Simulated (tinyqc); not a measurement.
# Schottky diode by thermionic emission with image-force lowering and series resistance: effect of the doping on the lowering

Metal on an n-type semiconductor with one parabolic valley; V > 0 is forward bias (metal positive). I = I0 [exp(Vj/(n Vt)) - 1] with Vj = V - I Rs; I0 = S A* T^2 exp(-(phi - dphi)/Vt), the lowering dphi taken at zero bias.

A* = 4 pi q me m0 kB^2/h^3 (times 1e-4 for A/(cm^2 K^2)); Nc = 2 (2 pi me m0 kB T/h^2)^1.5 (times 1e-6 for cm^-3); xi = Vt ln(Nc/Nd), Vbi = phi - xi; surface field Em = sqrt(2 q Nd (Vbi - V - Vt)/(eps0 eps_r)); dphi = sqrt(q Em/(4 pi eps0 eps_r)). Here V = 0 in Em.

Inputs (values chosen for the exercise); band and dielectric values close to those of gallium arsenide: temperature T = 300 K; electron mass me = 0.0665 m0; relative permittivity eps_r = 13; barrier height seen from the metal phi = 0.79 eV; area S = 1.2e-5 cm^2.

Constants: q = 1.602176634e-19 C, kB = 1.380649e-23 J/K, h = 6.62607015e-34 J s, m0 = 9.1093837015e-31 kg, Vt = kB T/q, eps0 = 8.8541878128e-14 F/cm where lengths are in cm. Results are converted to the units shown.

Effect of the doping on the lowering:
```
Nd (cm^-3)  Vbi (V)  Em (kV/cm)  dphi (meV)      I0 (A)
1.2e14      0.57841      4.2964      6.8985  6.0329e-13
3.1e14      0.60294      7.0571      8.8413  6.5038e-13
7.9e14      0.62713      11.499      11.286  7.1488e-13
2e15        0.65114      18.659      14.376  8.0565e-13
5.1e15      0.67534      30.366      18.340  9.3915e-13
1.3e16      0.69953      49.377      23.386  1.1416e-12
3.3e16      0.72361      80.063      29.780  1.4619e-12
8.5e16      0.74807      130.73      38.053  2.0133e-12
```

dphi rises from 6.90 to 38.1 meV, as Nd^(0.26) (1/4 at fixed Vbi), and I0 grows by a factor of 3.34.

tinyqc, about 0.01 s, one thread, Intel Xeon 2.30GHz (shared host): `OMP_NUM_THREADS=1 python tinyqc.py 2640147 2640148 out.jsonl`
